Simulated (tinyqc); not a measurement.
From results back to parameters: thin (001) film in sp3s* tight binding with raised dangling bonds. Three cases, with inputs chosen for the exercise.

Problem. The gap of a passivated film (lowest level above mid-gap less highest below, mid-gap being half the lower bulk edge) belongs to a hidden number of planes between 6 and 45.

Planes alternate anion (a), cation (c) along [001], a/4 apart, starting with an anion; zero in-plane momentum; levels counted from the bulk Ev, the lower root of [[Epa, Vxx], [Vxx, Epc]]; no spin-orbit coupling. Block of s, pz, s*: from an anion to the cation above, Vss/2 (s,s), Vsapc/2 (s,z), -Vscpa/2 (z,s), Vxx/2 (z,z), Vxapc/2 (s*,z), -Vpaxc/2 (z,s*); to the cation below the same with the s-z and s*-z signs reversed. Block of u = (px + py)/sqrt2 and v = (px - py)/sqrt2: to the cation above (Vxx + Vxy)/2 for u and (Vxx - Vxy)/2 for v, to the cation below the reverse. Each surface atom has two dangling sp3 hybrids; raising both by dl adds (dl/2) [[1, t], [t, 1]] to its s, pz levels (t = -1 at the bottom face, +1 at the top) and dl to the one of u, v in whose plane the missing bonds lie (v for a bottom anion or a top cation, u for a top anion).

Case 1.

Values chosen (out of a larger set: near a published set for GaAs, fitted to gaps, whose masses and valley positions are rough; not measured data): p = (-8.384, 1.04, -2.675, 3.643, 8.601, 6.725, -6.408, 1.944, 5.116, 4.457, 5.781, 4.814, 4.802) eV (order Esa, Epa, Esc, Epc, Exa, Exc, Vss, Vxx, Vxy, Vsapc, Vscpa, Vxapc, Vpaxc); dp = 30 eV (value of dl for the passivated films); a = 5.652 angstrom (lattice constant).

edges (eV): Gamma 1.4835, Delta 2.0243

gap of the film = 1.6147 eV

Case 2.

Values chosen (out of a larger set: near a published set for GaAs, fitted to gaps, whose masses and valley positions are rough; not measured data): p = (-8.248, 1.044, -2.684, 3.701, 8.499, 6.747, -6.411, 1.948, 5.046, 4.525, 5.717, 4.882, 4.841) eV (order Esa, Epa, Esc, Epc, Exa, Exc, Vss, Vxx, Vxy, Vsapc, Vscpa, Vxapc, Vpaxc); dp = 30 eV (value of dl for the passivated films); a = 5.657 angstrom (lattice constant).

edges (eV): Gamma 1.5080, Delta 2.0034

gap of the film = 1.7434 eV

Case 3.

Values chosen (out of a larger set: near a published set for Si, fitted to gaps, whose masses and valley positions are rough; not measured data): p = (-4.189, 1.708, -4.189, 1.708, 6.705, 6.705, -8.303, 1.718, 4.591, 5.717, 5.717, 5.381, 5.381) eV (order Esa, Epa, Esc, Epc, Exa, Exc, Vss, Vxx, Vxy, Vsapc, Vscpa, Vxapc, Vpaxc); dp = 30 eV (value of dl for the passivated films); a = 5.426 angstrom (lattice constant).

edges (eV): Gamma 3.4360, Delta 1.1768

gap of the film = 1.2722 eV

Find: N; thickness N a/4.

Solution.

Case 1.

N = 27
thickness N a/4 = 38.15 angstrom

Computing the films in turn gives 1.6263, 1.6147 and 1.6115 eV for N = 26, 27 and 28; no other N in the range comes within 1 meV.

Case 2.

N = 18
thickness N a/4 = 25.46 angstrom

Computing the films in turn gives 1.7590, 1.7434 and 1.7218 eV for N = 17, 18 and 19; no other N in the range comes within 1 meV.

Case 3.

N = 26
thickness N a/4 = 35.27 angstrom

Computing the films in turn gives 1.2831, 1.2722 and 1.2696 eV for N = 25, 26 and 27; no other N in the range comes within 1 meV.

Computed by tinyqc, one run a case: `OMP_NUM_THREADS=1 python tinyqc.py N N+1 out.jsonl` with N = 1451164, 1451227, 1451234; one thread of a shared Intel(R) Xeon(R) Processor @ 2.30GHz, about 0.4 s a run at most.
